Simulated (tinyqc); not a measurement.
# Input admittance of a MOSFET at zero drain bias: distributed channel and distributed gate: input impedance against frequency

Source and drain grounded, strong inversion, w = 2 pi f, Cox = eps0 eox/tox. The channel is an RC line of resistance 1/(mu Cox Vo) per square fed from both ends, so one finger has the intrinsic admittance y = i w Cox L tanh(g)/g per width, g = (1/2) sqrt(i w tau), tau = L^2/(mu Vo). The vertical resistance rv/L is in series with y, the overlaps 2 i w Cov in parallel: y_t = 1/(1/y + rv/L) + 2 i w Cov. The gate strip is a line of Rsh/L per length loaded by y_t, so a finger has Y = y_t Wf tanh(k)/k, k = (Wf/sd) sqrt(y_t Rsh/L); the device has Nf Y.

Low-frequency limits, with c = Cox L and ct = c + 2 Cov: R_strip = Rsh Wf/(3 sd^2 L Nf), R_ch = (c/ct)^2 L/(12 mu Cox Vo Wf Nf), R_vert = (c/ct)^2 rv/(L Wf Nf), C = ct Wf Nf. Z = 1/(Nf Y) = R + 1/(i w C), Q = |Im Z|/R, far-point signal |1/cosh k|.

Values chosen for this exercise; values of the order met in silicon radio-frequency transistors: relative permittivity of the gate insulator (close to silicon dioxide) eox = 3.9; insulator thickness tox = 1.6 nm; channel length L = 0.72 um; finger width Wf = 2.6 um; number of fingers Nf = 1; channel mobility mu = 120 cm^2/(V s); gate overdrive Vo = 0.72 V; sheet resistance of the gate Rsh = 7.4 ohm/square; vertical resistivity of the gate stack rv = 11 ohm um^2; number of ends at which a finger is contacted sd = 1; overlap and fringe capacitance on each side Cov = 0.27 fF/um.

Constants: eps0 = 8.8541878128e-14 F/cm where lengths are in cm. Results are converted to the units shown.

The same in every row: low-frequency R (ohm) = 129.98.

Result of one run:
```
w tau          |k|  R (ohm)  C (fF)       Q  signal at the far point
0.075398  0.037467   129.98  41.805  146.45                   1.0000
```

Which frequency f gave this result: 0.02, 0.06, 0.2, 3 or 60 GHz?

f = 0.2 GHz.

The whole series:
```
f (GHz)      w tau       |k|  R (ohm)  C (fF)        Q  signal at the far point
0.02     0.0075398  0.011848   129.98  41.806   1464.5                   1.0000
0.06      0.022619  0.020522   129.98  41.806   488.16                   1.0000
0.2       0.075398  0.037467   129.98  41.805   146.45                   1.0000
0.4        0.15080  0.052984   129.98  41.804   73.227                  0.99998
1          0.37699  0.083750   129.97  41.796   29.298                  0.99988
3           1.1310   0.14464   129.90  41.721   9.7887                  0.99897
9           3.3929   0.24445   129.31  41.057   3.3310                  0.99174
20          7.5398   0.33498   126.77  38.449   1.6326                  0.97212
60          22.619   0.43333   108.14  26.003  0.94333                  0.93661
```

R falls from 130 to 108 ohm and C falls from 41.8 to 26.0 fF. Q goes as f^(-1.00) between the first two rows and f^(-0.50) between the last two, where w tau = 22.6 and |k| = 0.433. The low-frequency limits hold both R and C within 5 % up to f = 9 GHz among the rows.

Numbers from tinyqc (`OMP_NUM_THREADS=1 python tinyqc.py 2262048 2262049 out.jsonl`; about 0.01 s on one thread of a shared Intel Xeon 2.30GHz).
